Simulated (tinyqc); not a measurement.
Square on-chip spiral inductor, lumped pi model: quality factor against frequency.

Outer diameter do = di + 2 n wd + 2 (n - 1) sp, mean da = (do + di)/2, fill p = (do - di)/(do + di), length l = 4 n da. L = 2.34 mu0 n^2 da/(1 + 2.75 p), mu0 = 4 pi 1e-7 H/m. Rs = rho l/(wd delta (1 - exp(-th/delta))), delta = sqrt(rho/(pi f mu0)). Cs = n wd^2 eps0 eo/hu across the coil. At each end Cox = l wd eps0 eo/(2 ho) leads to the substrate branch Rsi = 2 rs he/(l wd) in parallel with Csi = l wd eps0 11.7/(2 he). With one end grounded Y = 1/(Rs + i w L) + i w Cs + 1/[1/(i w Cox) + 1/(1/Rsi + i w Csi)], w = 2 pi f; Q = -Im Y/Re Y. Eddy currents in neighbouring turns and in the substrate are left out.

Apparent inductance Im(1/Y)/w; share of the loss Re(substrate branch)/Re Y.

Parameters, values chosen for the exercise; values of the order met in silicon radio-frequency processes:

| symbol | value | unit | meaning |
|---|---|---|---|
| n | 3.5 |  | number of turns |
| wd | 20 | um | line width |
| sp | 2 | um | space between turns |
| di | 80 | um | inner diameter |
| th | 4 | um | metal thickness |
| rho | 2.2 | uohm cm | metal resistivity |
| ho | 3.9 | um | oxide below the coil |
| hu | 0.7 | um | oxide between coil and underpass |
| eo | 3 |  | relative permittivity of the oxide |
| rs | 10 | ohm cm | substrate resistivity |
| he | 30 | um | effective spreading depth in the substrate |

Constants: eps0 = 8.8541878128e-12 F/m. Results are converted to the units shown.

Quality factor against frequency:

| f (GHz) | Rs (ohm) | w L/Rs | Q | apparent inductance (nH) | loss in the substrate (%) |
|---|---|---|---|---|---|
| 0.15 | 0.8138 | 2.774 | 2.773 | 2.396 | 0.001897 |
| 0.25 | 0.8848 | 4.253 | 4.247 | 2.398 | 0.01255 |
| 0.41 | 0.9779 | 6.311 | 6.285 | 2.403 | 0.07945 |
| 0.67 | 1.103 | 9.141 | 9.018 | 2.416 | 0.4886 |
| 1.1 | 1.276 | 12.97 | 12.31 | 2.450 | 2.895 |
| 1.8 | 1.512 | 17.92 | 14.44 | 2.540 | 14.36 |
| 2.9 | 1.824 | 23.93 | 11.43 | 2.774 | 44.39 |
| 4.8 | 2.271 | 31.82 | 4.785 | 3.477 | 77.24 |
| 7.8 | 2.849 | 41.21 | 0.8287 | 4.143 | 91.46 |

Q goes from 2.77 through a maximum of 14.4 (at f = 1.8 GHz among the rows listed) to 0.829; the exact peak is 14.4 at 1.82 GHz and Q reaches zero at the self-resonance, 9.14 GHz. The share of the substrate rises from 0.00190 to 91.5 %, and the apparent inductance ends at 1.73 times L. At the peak the substrate takes 14.9 % of the loss.

Program tinyqc, `OMP_NUM_THREADS=1 python tinyqc.py 2302241 2302242 out.jsonl`; Intel Xeon 2.30GHz, shared host, one thread, about 0.01 s.
